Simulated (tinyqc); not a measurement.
Thin-body transistor below threshold, two-dimensional Poisson equation on a small mesh: one step of the calculation.

A thin body on a thick buried insulator of low permittivity, taken as carrying no normal field at the bottom of the body (row 0). Mobile charge is neglected (subthreshold), the body is fully depleted, and potentials are counted from the intrinsic level; rows run upward to the gate, columns from source to drain.

Task. Barrier, swing and barrier lowering. The barrier is read along row 0, the path farthest from the gate. Take the node j of lowest psi: barrier Vbi - psi_j; swing Vt ln 10/(d psi_j/dVg); DIBL = (d psi_j/dVd)/(d psi_j/dVg). The derivatives solve the same equations with s = 0 and a unit change of that voltage.

Values chosen for this exercise: temperature T = 300 K; potential of the source Vbi = 0.53 V.

Constants: q = 1.602176634e-19 C, kB = 1.380649e-23 J/K, Vt = kB T/q. Results are converted to the units shown.

converged psi (V):
```
,j=0,j=1,j=2,j=3,j=4,j=5,j=6,j=7
row 0,0.5300000,0.1663321,0.0037010,-0.0396173,0.0027637,0.1702416,0.6031585,1.5300000
row 1,0.5300000,0.1595757,-0.0003088,-0.0424974,-0.0014405,0.1613208,0.5865589,1.5300000
row 2,0.5300000,0.1386679,-0.0122296,-0.0509730,-0.0138251,0.1347575,0.5351280,1.5300000
row 3,0.5300000,0.1015991,-0.0316889,-0.0645495,-0.0336999,0.0912702,0.4437375,1.5300000
row 4,0.2000000,0.0052278,-0.0714505,-0.0910275,-0.0726310,0.0018030,0.2049057,0.7000000
row 5,-0.1300000,-0.1300000,-0.1300000,-0.1300000,-0.1300000,-0.1300000,-0.1300000,-0.1300000
```

d psi/dVg on row 0: j=0 0.00000000, j=1 0.55625404, j=2 0.81295580, j=3 0.90381620, j=4 0.90381620, j=5 0.81295580, j=6 0.55625404, j=7 0.00000000
d psi/dVd on row 0: j=0 0.0000000, j=1 0.0034598, j=2 0.0102518, j=3 0.0269014, j=4 0.0692824, j=5 0.1767924, j=6 0.4402862, j=7 1.0000000

Find: j; barrier; swing; DIBL.

Result.

j = 3
barrier = 0.56962 V
swing = 65.861 mV/decade
DIBL = 29.764 mV/V

tinyqc, about 0.1 s, one thread, Intel Xeon 2.30GHz (shared host): `OMP_NUM_THREADS=1 python tinyqc.py 2480173 2480174 out.jsonl`
